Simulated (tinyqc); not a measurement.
## Fermi-level pinning from two metals

Inverse problem. Cowley-Sze model with the space charge neglected: phiB = S (phiM - chi) + (1 - S)(Eg - phi0), S = 1/(1 + q Dit dl/(eps0 ei)), dl in cm. Find S, phi0 and Dit.

Inputs (values chosen for the exercise); band and dielectric values those of a made-up semiconductor: band gap Eg = 1.07 eV; electron affinity chi = 4.1 eV; thickness of the interfacial layer dl = 0.6 nm; relative permittivity of the interfacial layer ei = 1.

Constants: q = 1.602176634e-19 C, eps0 = 8.8541878128e-14 F/cm where lengths are in cm. Results are converted to the units shown.

barriers for metals with phiM = 4.25 and 5.29 eV (eV): 0.46813931  0.58907019

Answer. S is the slope of phiB against phiM; either barrier then gives phi0, and S gives Dit.

S = 0.116
phi0 = 0.560 eV
Dit = 7.00e13 cm^-2 eV^-1

Program tinyqc, `OMP_NUM_THREADS=1 python tinyqc.py 2020129 2020130 out.jsonl`; Intel Xeon 2.30GHz, shared host, one thread, about 0.07 s.
